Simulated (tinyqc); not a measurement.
On-chip interconnect, size-dependent resistivity and RC delay: two steps of the calculation.

A rectangular line between two neighbours and two ground planes. Surface and grain-boundary scattering are added to the bulk resistivity as corrections; capacitances are parallel-plate values without fringing; inductance is ignored.

Inputs (values chosen for the exercise); metal values close to those of cobalt:
```
symbol,value,unit,meaning
rho0,6.03,uohm cm,bulk resistivity
lam,11.5,nm,bulk mean free path
ps,0,,specular share of surface scattering
Rg,0.32,,reflection coefficient of grain boundaries
gr,1.5,,grain size over the metal width
wd,25,nm,drawn line width
AR,2.4,,"aspect ratio, height over width"
tl,1.1,nm,"liner on both walls and the bottom, not conducting"
sp,25,nm,space to the neighbouring lines
hd,37,nm,dielectric height to the planes above and below
ek,2.5,,relative permittivity of the dielectric
Mf,1,,Miller factor of the neighbours
Lw,36,um,line length
Rd,16000,ohm,driver resistance
Cl,0.24,fF,load capacitance
```

Constants: eps0 = 8.8541878128e-12 F/m. Results are converted to the units shown.

Question 1. Resistivity, resistance and capacitance per length. Metal width x = wd - 2 tl, height y = AR wd - tl; grain boundaries (Mayadas-Shatzkes): al = (lam/(gr x)) Rg/(1 - Rg), g = 1/[1 - 3 al/2 + 3 al^2 - 3 al^3 ln(1 + 1/al)] - 1; surfaces (Fuchs-Sondheimer, thick limit): s = (3/8) lam (1 - ps)(1/x + 1/y); rho = rho0 (1 + g + s); r = rho/(x y); c = eps0 ek (2 wd/hd + 2 Mf AR wd/sp).

Wanted: x; y; al; g; s; rho; r; c.

Answer 1.

x = 22.800 nm
y = 58.900 nm
al = 0.15824
g = 0.22835
s = 0.26236
rho = 8.9890 uohm cm
r = 66.936 ohm/um
c = 0.13616 fF/um

Question 2. Ladder and Elmore delays. 4 equal pi sections: series Rs = r Lw/4; node capacitances c Lw/4, halved at nodes 0 and 4, with Cl added to node 4; Rd feeds node 0. Elmore delay of node k: the sum, over the resistors on the path to k, of resistance times all capacitance downstream of it.

r = 66.936237 ohm/um
c = 0.13616305 fF/um

Give: Rs; C; Elmore delay.

Answer 2.

Rs = 602.4 ohm

```
node  C (fF)  Elmore delay (ps)
0     0.6127              82.27
1      1.225              85.00
2      1.225              86.99
3      1.225              88.24
4     0.8527              88.75
```

The far-end value equals Rd (c Lw + Cl) + r Lw (c Lw/2 + Cl) for any number of pi sections; the line resistance contributes 7.31 % of it.

Program tinyqc, `OMP_NUM_THREADS=1 python tinyqc.py 2100086 2100087 out.jsonl`; Intel Xeon 2.30GHz, shared host, one thread, about 0.01 s.
